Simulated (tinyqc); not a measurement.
# Frequency dispersion of an accumulation capacitance by border traps, distributed model: two studies

Traps spread evenly through the insulator exchange electrons with the semiconductor by tunnelling, with tau(x) = t0 exp(2 ka x) at depth x from the interface. The admittance per area Y seen at depth x obeys dY/dx = -Y^2/(i w eps0 eox) + q Nb ln(1 + i w tau)/tau, with Y(0) = i w Cs and w = 2 pi f; the gate sees Y(tox) = G + i w C. Working variable y = Y/(i w), in uF/cm^2. Cox = eps0 eox/tox.

Parameters, values chosen for the exercise; permittivity close to that of aluminium oxide:
- eox = 8.56 (relative permittivity of the insulator)
- tox = 3.1 nm (insulator thickness)
- Cs = 1.6 uF/cm^2 (semiconductor capacitance in accumulation)
- Nb = 3.5e19 cm^-3 eV^-1 (density of border traps)
- ka = 4.7 1/nm (decay constant of the wave function in the insulator)
- t0 = 2e-9 s (time constant of a trap at the interface)
- f = 1e5 Hz (frequency)

Constants: q = 1.602176634e-19 C, eps0 = 8.8541878128e-14 F/cm where lengths are in cm. Results are converted to the units shown.

Each table varies one quantity; the others keep the values above.

## Capacitance and loss against frequency

Cox; trap-free value 1/(1/Cox + 1/Cs); response depth d = ln(1/(w t0))/(2 ka), where w tau = 1; lumped estimate: all traps within d act as C_bt = q Nb d placed at d/2, so C = 1/{1/[1/(1/Cs + d/(2 eps0 eox)) + C_bt] + (tox - d/2)/(eps0 eox)}. C and G from a fine integration; dispersion -d C/d log10 f over C, from f times and over 1.1. For a broad spread of time constants G/w is close to -(pi/2) dC/d ln w.

The same in every row: trap-free C (uF/cm^2) = 0.9671.

Results:
```
f (Hz)	d (nm)	C (uF/cm^2)	G/w (uF/cm^2)	dispersion (% a decade)	-(pi/2) dC/d ln w (uF/cm^2)	lumped C (uF/cm^2)
10	1.690	1.420	0.05378	5.540	0.05367	1.368
100	1.445	1.345	0.04953	5.389	0.04943	1.301
1000	1.200	1.275	0.04592	5.271	0.04583	1.238
1e5	0.7106	1.149	0.04023	5.126	0.04018	1.121
1e6	0.4656	1.092	0.03794	5.102	0.03800	1.066
1e7	0.2207	1.038	0.03503	5.099	0.03609	1.013
```

Estimate the missing row, f = 10000 Hz.

Computed row:
```
f (Hz)	d (nm)	C (uF/cm^2)	G/w (uF/cm^2)	dispersion (% a decade)	-(pi/2) dC/d ln w (uF/cm^2)	lumped C (uF/cm^2)
10000	0.9555	1.210	0.04285	5.182	0.04277	1.178
```

With this row back in the table: C falls from 1.420 to 1.038 uF/cm^2, towards the trap-free 0.9671; each decade of frequency removes ln 10/(2 ka) = 0.245 nm from the response depth. The dispersion falls from 5.54 to 5.10 % a decade and G/w falls from 0.0538 to 0.0350 uF/cm^2. G/w lies between 0.970 and 1.00 times -(pi/2) dC/d ln w, the relation for a broad spread of time constants.

## Effect of the insulator thickness

Same model as above.

The same in every row: d (nm) = 0.7106.

Effect of the insulator thickness:
```
tox (nm)	C (uF/cm^2)	G/w (uF/cm^2)	dispersion (% a decade)	-(pi/2) dC/d ln w (uF/cm^2)	lumped C (uF/cm^2)	trap-free C (uF/cm^2)
2	1.379	0.05794	6.149	0.05783	1.339	1.125
2.8	1.204	0.04416	5.369	0.04410	1.173	1.006
3.9	1.025	0.03200	4.572	0.03197	1.002	0.8775
5.4	0.8522	0.02212	3.801	0.02210	0.8364	0.7477
7.5	0.6895	0.01447	3.075	0.01447	0.6790	0.6194
10	0.5618	0.009607	2.505	0.009602	0.5548	0.5143
14	0.4333	0.005715	1.932	0.005712	0.4291	0.4045
20	0.3227	0.003168	1.439	0.003167	0.3203	0.3064
```

As tox goes from 2 to 20, C falls from 1.38 to 0.323 uF/cm^2, the dispersion falls from 6.15 to 1.44 % a decade and G/w falls from 0.0579 to 0.00317 uF/cm^2. The lumped estimate is 2.9 % below C in the first row and 0.73 % below it in the last.

Computed by the program tinyqc: `OMP_NUM_THREADS=1 python tinyqc.py 2202041 2202042 out.jsonl`, one thread of a shared Intel Xeon 2.30GHz, about 0.4 s for the whole run.
